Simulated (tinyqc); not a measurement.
What each parameter does: valley splitting in a one-orbital chain of atomic planes (second-neighbour model).

Each (001) plane carries one orbital with energy e0, hopping v to the next plane and u to the second: E(phi) = e0 + 2 v cos(phi) + 2 u cos(2 phi), where phi = pi - k a/4 (the sign of every second orbital is chosen so that v > 0, which shifts the phase by pi). The minimum lies at cos(phi0) = -v/(4u), phi0 = pi - (pi/2) k0 for a valley at k0 (2 pi/a), and e0 puts it at zero. A slab of N planes has hard walls: the matrix simply ends.

A well of Nw planes between barriers of 40 planes each (as of a SiGe alloy, taken as an offset alone). With x = j - 39.5 for plane j = 0, 1, ..., the potential is V0 (f(x) + f(Nw - x)) + F (j - 40) a/4, f(y) = 1/(1 + exp(y/L)), a step for L = 0; L is in planes, 4 L is about the distance over which f goes from 0.88 to 0.12, and 1 MV/m = 1e-4 V/angstrom.

Constants: hbar^2/2m0 = 3.80998211 eV angstrom^2.

Inputs chosen for the exercise (near those of the Delta valleys of silicon; abrupt walls in this chain split the valleys several times more than measured wells; shifted at random, so the results belong to these values and not to a real crystal):
- a = 5.437 angstrom (lattice constant; planes lie a/4 apart)
- k0 = 0.872 2 pi/a (position of the valley)
- ml = 0.871 m0 (longitudinal mass)
- V0 = 0.1 eV (barrier height)
- F = 10 MV/m (field)
- Nw = 43 (planes in the well)

Step interfaces (L = 0). u, v, e0 follow from 8 u sin^2(phi0) = (2c/ml)/(a/4)^2, v = -4u cos(phi0), e0 = 2u + v^2/(4u), c = hbar^2/2m0.

Results for these values:

| case | mean level (meV) | splitting (micro-eV) |
|---|---|---|
| base | 30.36 | 1413.6 |

What happens to each result for F = 20 MV/m, all else kept?

Answer: mean level rises from 30.36 to 43.05; splitting rises from 1413.6 to 2201.8.

The same for each parameter in turn:

| case | mean level (meV) | splitting (micro-eV) |
|---|---|---|
| base | 30.36 | 1413.6 |
| k0 = 0.882 2 pi/a | 30.36 | 1384.9 |
| ml = 0.958 m0 | 29.49 | 1407.6 |
| V0 = 0.15 eV | 31.85 | 1428.0 |
| F = 20 MV/m | 43.05 | 2201.8 |
| Nw = 44 | 30.34 | 1395.6 |

(tinyqc, `OMP_NUM_THREADS=1 python tinyqc.py 1451186 1451187 out.jsonl`, Intel(R) Xeon(R) Processor @ 2.30GHz, 1 thread, shared host, about 0.01 s.)
